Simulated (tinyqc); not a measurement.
Trench capacitor in an array: capacitance, non-linearity, leakage and relaxation: one step of the calculation.

A film between two metal electrodes, each interface adding a series capacitance ci. The small-signal permittivity is ek (1 + aq E^2); the field is found with the linear permittivity. Leakage J = J0 sinh(E/Ef). After a voltage step the film passes a relaxation current kr C V tt^(-nr), tt being the time in seconds. The sidewall is a coaxial capacitor with radii a = dm/2 - t and b = dm/2, depth AR dm; the end face is left out.

Problem. Planar capacitance, field and non-linearity. Planar film: Cf = eps0 ek/t, 1/C = 1/Cf + 2/ci, EOT = 3.9 eps0/C, effective permittivity C t/eps0, E = (V/t) C/Cf; quadratic coefficient [C(V)/C - 1]/V^2 with Cf (1 + aq E^2) in C(V).

Inputs (values chosen for the exercise); permittivity of the order of that of silicon nitride:
```
symbol    value       unit                                                             meaning
ek         7.44                                              relative permittivity of the film
t            22         nm                                                      film thickness
ci          210    uF/cm^2  capacitance of each electrode interface (dead layer and screening)
aq       0.0014  cm^2/MV^2                     quadratic field coefficient of the permittivity
V           0.8          V                                                                bias
J0      5.7e-10     A/cm^2                                                   leakage prefactor
Ef         0.17      MV/cm                             field for an e-fold rise of the leakage
```

Constants: eps0 = 8.8541878128e-14 F/cm where lengths are in cm. Results are converted to the units shown.

Find: Cf; C; EOT; effective permittivity; E; quadratic coefficient; J.

Solution.

Cf = 0.2994 uF/cm^2
C = 0.2986 uF/cm^2
EOT = 11.57 nm
effective permittivity = 7.419
E = 0.3626 MV/cm
quadratic coefficient = 286.8 ppm/V^2
J = 2.372e-9 A/cm^2

The interfaces take 0.284 % of the voltage.

Program tinyqc, `OMP_NUM_THREADS=1 python tinyqc.py 2102114 2102115 out.jsonl`; Intel Xeon 2.30GHz, shared host, one thread, about 0.01 s.
